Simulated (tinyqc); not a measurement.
Thermal stress, cracking, delamination and buckling of a thin film; Griffith cracks and misfitting inclusions: one step, computed by the program tinyqc. Command: `OMP_NUM_THREADS=1 python tinyqc.py 3012973 3012974 out.jsonl filmcrack walk`. One thread of a shared host (Intel(R) Xeon(R) Processor @ 2.30GHz), about 0.01 s of CPU time with the checks.

Isotropic linear elasticity; the substrate is much thicker than the film; stress is positive in tension.

Question. Griffith crack in the substrate. Through crack of length 2a in plane strain: K_Ic = sqrt(2 gamma_s E_s/(1 - nu_s^2)); fracture stress = K_Ic/sqrt(pi a). An edge crack of depth a has K larger by 1.1215.

Inputs (values chosen for the exercise, modelled on an aluminium film on silicon):
```
quantity,value,unit
substrate Young's modulus E_s,140,GPa
substrate Poisson ratio nu_s,0.26,-
flaw half length a,1.7,micrometre
substrate surface energy gamma_s,1.3,J/m^2
```

Give: toughness K_Ic; fracture stress, inner crack; fracture stress, edge crack.

Answer.

toughness K_Ic = 0.6248 MPa m^0.5

fracture stress, inner crack = 270.4 MPa

fracture stress, edge crack = 241.1 MPa

The inner crack lowers the strength to 1.9 % of the ideal E_s/10.
